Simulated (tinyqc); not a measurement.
Double quantum well by finite differences, step by step. Values are carried at full precision from step to step, so a last printed digit may differ when a step is redone from the rounded ones.

Finite differences on points z_i at the centres of cells of width h: H_ii = (c/h^2)(1/m_(i-1/2) + 1/m_(i+1/2)) + V_i, H_(i,i+1) = -(c/h^2)/m_(i+1/2), where m_(i+1/2) is the mean of the masses at the two points (the end values are repeated outwards), psi = 0 on the points beyond both ends, c = hbar^2/2m0. The field adds e F (z - z0) with z0 the middle of the structure; 1 kV/cm = 1e-5 eV/angstrom.

Constants: hbar^2/2m0 = 3.80998211 eV angstrom^2.

Parameters, chosen for this exercise (near those of an InGaAs well in InAlAs; the results hold for these values, not for the real material): layers = ((33, 0.5, 0.0738), (33, 0, 0.0399), (22, 0.5, 0.0738), (33, 0, 0.0399), (33, 0.5, 0.0738)) (each layer: thickness in angstrom, band edge in eV, mass in m0); F = 130 kV/cm (field along z); h = 11 angstrom (cell width of the coarse grid); hf = 0.6875 angstrom (cell width of the fine grid).

## The coarse grid

List the points, the potential with the field, and the masses.

Grid:

| i | z (angstrom) | V (eV) | m (m0) |
|---|---|---|---|
| 1 | 5.5 | 0.4071 | 0.0738 |
| 2 | 16.5 | 0.4214 | 0.0738 |
| 3 | 27.5 | 0.4356 | 0.0738 |
| 4 | 38.5 | -0.0500 | 0.0399 |
| 5 | 49.5 | -0.0357 | 0.0399 |
| 6 | 60.5 | -0.0215 | 0.0399 |
| 7 | 71.5 | 0.4929 | 0.0738 |
| 8 | 82.5 | 0.5071 | 0.0738 |
| 9 | 93.5 | 0.0215 | 0.0399 |
| 10 | 104.5 | 0.0357 | 0.0399 |
| 11 | 115.5 | 0.0500 | 0.0399 |
| 12 | 126.5 | 0.5644 | 0.0738 |
| 13 | 137.5 | 0.5786 | 0.0738 |
| 14 | 148.5 | 0.5929 | 0.0738 |

## The tridiagonal Hamiltonian

Form the diagonal and the neighbouring elements; V in the grid already includes the field.

diagonal H_ii (eV): 1.2604  1.2747  1.4162  1.2930  1.5426  1.3216  1.4734  1.4877  1.3645  1.6141  1.3931  1.5449  1.4320  1.4463

H_(i,i+1) (eV): -0.4267  -0.4267  -0.5539  -0.7892  -0.7892  -0.5539  -0.4267  -0.5539  -0.7892  -0.7892  -0.5539  -0.4267  -0.4267

## Lowest levels on the coarse grid

Diagonalise the symmetric tridiagonal matrix; give the three lowest levels and the weights u_i^2 (sum 1) of the two lowest.

levels (eV): 0.1384  0.2231  0.6112

weights on the points:
```
             1      2      3      4      5      6      7      8      9     10     11     12
level 1  0.002  0.012  0.064  0.247  0.302  0.232  0.060  0.020  0.025  0.021  0.013  0.003
level 2  0.000  0.002  0.010  0.032  0.029  0.012  0.001  0.052  0.246  0.312  0.238  0.055

            13     14
level 1  0.000  0.000
level 2  0.009  0.001
```

## Halving the cell width

The same with h, h/2, ..., h/32. The end points move with h, since psi vanishes half a cell beyond the structure. Richardson value (4 E(h/32) - E(h/16))/3.

Convergence:

| cell (angstrom) | points | E1 (eV) | E2 (eV) | E1 - finest (meV) |
|---|---|---|---|---|
| 11.0000 | 14 | 0.13841 | 0.22307 | -15.818 |
| 5.5000 | 28 | 0.14990 | 0.23527 | -4.331 |
| 2.7500 | 56 | 0.15306 | 0.23859 | -1.165 |
| 1.3750 | 112 | 0.15391 | 0.23947 | -0.311 |
| 0.6875 | 224 | 0.15415 | 0.23971 | -0.072 |
| 0.3438 | 448 | 0.15423 | 0.23979 | 0.000 |

Richardson values of E1, E2 (eV): 0.15425  0.23981

The coarse grid is 15.8 meV too low in E1. The last differences between rows shrink by a factor 3.3 (4 for a pure h^2 error, 2 for one linear in h).

## Positions and dipoles on the fine grid

With h sum psi^2 = 1: <z - z0> of three levels, |z_12| and |z_13|, the mass m1 from 1/m1 = <1|1/m|1>, and f_1j = (m1/c)(E_j - E_1) z_1j^2.

levels (eV): 0.1542  0.2397  0.6511

<z - z0> (angstrom): -23.9  22.1  -22.4

|z_12|, |z_13| (angstrom): 15.47  9.02

m1 = 0.0441 m0

f_12, f_13: 0.237  0.467

Parity is broken, so the 1-3 transition is allowed, with 2 times the strength of 1-2. E2 - E1 = 85.6 meV, a wavelength of 14.5 micrometre (hc = 1239.841984 eV nm). Level 3 lies above the lowest point of the outer barriers, so it is a resonance or a state of the finite grid, and values that rest on it depend on the ends of the grid.

## Checks

- E1 at zero field on the grid h/32 against transfer matrices between the same hard ends, eV: both 0.1741.

(tinyqc, `OMP_NUM_THREADS=1 python tinyqc.py 1250869 1250870 out.jsonl`, Intel(R) Xeon(R) Processor @ 2.30GHz, 1 thread, shared host, about 0.03 s.)
